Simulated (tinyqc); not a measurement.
Inside a calculation. Model: square on-chip spiral inductor, lumped pi model.

Program tinyqc, `OMP_NUM_THREADS=1 python tinyqc.py 2302207 2302208 out.jsonl`; Intel Xeon 2.30GHz, shared host, one thread, about 0.01 s. Printed values are rounded.

Outer diameter do = di + 2 n wd + 2 (n - 1) sp, mean da = (do + di)/2, fill p = (do - di)/(do + di), length l = 4 n da. L = 2.34 mu0 n^2 da/(1 + 2.75 p), mu0 = 4 pi 1e-7 H/m. Rs = rho l/(wd delta (1 - exp(-th/delta))), delta = sqrt(rho/(pi f mu0)). Cs = n wd^2 eps0 eo/hu across the coil. At each end Cox = l wd eps0 eo/(2 ho) leads to the substrate branch Rsi = 2 rs he/(l wd) in parallel with Csi = l wd eps0 11.7/(2 he). With one end grounded Y = 1/(Rs + i w L) + i w Cs + 1/[1/(i w Cox) + 1/(1/Rsi + i w Csi)], w = 2 pi f; Q = -Im Y/Re Y. Eddy currents in neighbouring turns and in the substrate are left out.

Values chosen for this exercise; values of the order met in silicon radio-frequency processes:
```
symbol,value,unit,meaning
n,1.5,,number of turns
wd,15,um,line width
sp,3,um,space between turns
di,80,um,inner diameter
th,4,um,metal thickness
rho,2.2,uohm cm,metal resistivity
ho,4,um,oxide below the coil
hu,1,um,oxide between coil and underpass
eo,3.9,,relative permittivity of the oxide
rs,10,ohm cm,substrate resistivity
he,30,um,effective spreading depth in the substrate
f,8.7,GHz,frequency
```

Constants: eps0 = 8.8541878128e-12 F/m. Results are converted to the units shown.

## Geometry and model elements

do, l, L, delta, Rs, Cs, Cox, Rsi and Csi as defined.

do = 128 um
l = 624 um
L = 0.420946 nH
delta = 0.800335 um
Rs = 1.15129 ohm
Cs = 11.6543 fF
Cox = 40.4017 fF
Rsi = 641.026 ohm
Csi = 16.1607 fF

Rs is 5.03 times the direct-current value in this empirical form, which overstates the skin effect of a flat slab when delta is near th and so stands in for some current crowding.

## Admittance, quality factor and apparent inductance

Series branch 1/(Rs + i w L), substrate branch, total Y, Q = -Im Y/Re Y, apparent inductance Im(1/Y)/w, metal-only value w L/Rs, share of the loss in the substrate Re(substrate branch)/Re Y.

series branch = 2.1690-43.3500i mS
substrate branch = 0.634418+0.951093i mS
Y = 2.8034-41.7618i mS
Q = 14.8970
apparent inductance = 0.436083 nH
w L/Rs = 19.9866
share of the loss in the substrate = 22.6305 %

Q is 74.5 % of the metal-only value.
